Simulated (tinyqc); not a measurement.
# Worked calculation: resistance of a source-drain extension with a graded tip

Program tinyqc, `OMP_NUM_THREADS=1 python tinyqc.py 2282116 2282117 out.jsonl`; Intel Xeon 2.30GHz, shared host, one thread, about 0.04 s. Printed values are rounded.

y runs along the channel, the gate covers y > 0. The doping is N0 for y < y0 and N0 10^(-(y - y0)/la) beyond, uniform over the depth xj. Sheet conductance s(y) = q mu(N) max(N - Nch, 0) xj + (for y > 0) ma Cox Vo, with mu(N) = u0 + (u1 - u0)/(1 + (N/Nr)^au) and Cox = eps0 eox/tox. Current is taken as one-dimensional; depletion of the tip, spreading and the contact are left out. The metallurgical junction lies at yj, where N = Nch.

Parameters, values chosen for the exercise; mobility law close to that of electrons in silicon: relative permittivity of the gate insulator (close to silicon dioxide) eox = 3.9; insulator thickness tox = 2.2 nm; active doping of the extension far from the gate N0 = 1.4e20 cm^-3; lateral abruptness la = 7 nm/decade; position under the gate where the fall begins (gate edge at 0) y0 = 3.1 nm; depth of the extension xj = 15 nm; channel doping Nch = 1e18 cm^-3; gate overdrive Vo = 0.68 V; mobility of the gate-induced layer ma = 85 cm^2/(V s); mobility at low doping u1 = 1414 cm^2/(V s); mobility at high doping u0 = 68.5 cm^2/(V s); reference doping Nr = 9.2e16 cm^-3; exponent au = 0.711; gate length Lg = 90 nm.

Constants: q = 1.602176634e-19 C, eps0 = 8.8541878128e-14 F/cm where lengths are in cm. Results are converted to the units shown.

## Sheet resistances and junction position

yj = y0 + la log10(N0/Nch); sheet resistance of the full extension 1/[q mu(N0)(N0 - Nch) xj] and of the gate-induced layer 1/(ma Cox Vo); metallurgical length Lg - 2 yj; ye is where the doped and the gate-induced conductances are equal.

yj = 18.12290 nm
sheet resistance of the extension = 394.8764 ohm/square
sheet resistance of the induced layer = 11022.54 ohm/square
metallurgical length = 53.75421 nm
ye = 14.53262 nm
N at ye = 3.257596e18 cm^-3

The gate takes over 3.59 nm before the junction, where N is still 3.26 times the channel doping.

## Resistance of the overlapped part

Midpoint rule on 9 equal steps from 0 to yj: R_ov = sum h/s(y), per width.

| point | y (nm) | N (cm^-3) | doped conductance (uS) | sheet resistance (ohm/square) |
|---|---|---|---|---|
| 0 | 1.006828 | 1.4e20 | 2532.438 | 381.2195 |
| 1 | 3.020483 | 1.4e20 | 2532.438 | 381.2195 |
| 2 | 5.034138 | 7.410075e19 | 1404.646 | 668.7311 |
| 3 | 7.047793 | 3.820829e19 | 775.7412 | 1154.115 |
| 4 | 9.061448 | 1.970120e19 | 438.1715 | 1890.735 |
| 5 | 11.07510 | 1.015845e19 | 251.6609 | 2920.696 |
| 6 | 13.08876 | 5.237964e18 | 143.0339 | 4277.945 |
| 7 | 15.10241 | 2.700832e18 | 73.62391 | 6084.682 |
| 8 | 17.11607 | 1.392620e18 | 22.52872 | 8829.870 |

R_ov = 53.542 ohm um

The exact integral is 54.004 ohm um; the coarse sum is 0.86 % below it.
